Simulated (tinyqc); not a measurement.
X-ray photoelectron analysis of a thin oxide on a semiconductor: attenuation lengths, thickness, angle series and band offsets: one step, computed by the program tinyqc. Command: `OMP_NUM_THREADS=1 python tinyqc.py 3113704 3113705 out.jsonl xps walk`. One thread of a shared host (Intel(R) Xeon(R) Processor @ 2.30GHz), about 0.01 s of CPU time with the checks.

The same element is seen in the oxide and in the substrate, at nearly the same kinetic energy; films are flat and uniform, and the work function is ignored.

Question. Band offsets by core levels. Valence band offset = (E_core - E_v)(substrate) - (E_core - E_v)(oxide) + (core level separation at the interface, oxide less substrate). The separation is made here from the given offset; a uniform field F that raises the binding energy towards the surface shifts the oxide peak by e F <z>, <z> = d/(1 - exp(-x)) - d/x, x = d/(L_o cos theta), being the mean distance from the interface. Conduction band offset = oxide gap - substrate gap - valence band offset.

Inputs (values chosen for the exercise, modelled on SiO2 on silicon):

| quantity | value | unit |
|---|---|---|
| oxide gap | 8.91 | eV |
| substrate gap | 1.12 | eV |
| oxide thickness d | 2.8 | nm |
| valence band offset used to make the data | 4.34 | eV |
| core level less valence band top, substrate | 98.85 | eV |
| core level less valence band top, thick oxide | 98.17 | eV |
| field in the oxide | 0.25 | MV/cm |

d/(L_o cos theta) = 1.184934

Give: separation without field; <z>; separation with field; apparent valence band offset; true conduction band offset; apparent conduction band offset.

Answer.

separation without field = 3.66 eV

<z> = 1.670 nm

separation with field = 3.702 eV

apparent valence band offset = 4.382 eV

true conduction band offset = 3.45 eV

apparent conduction band offset = 3.408 eV

The field biases both offsets by 0.042 eV, in opposite directions.
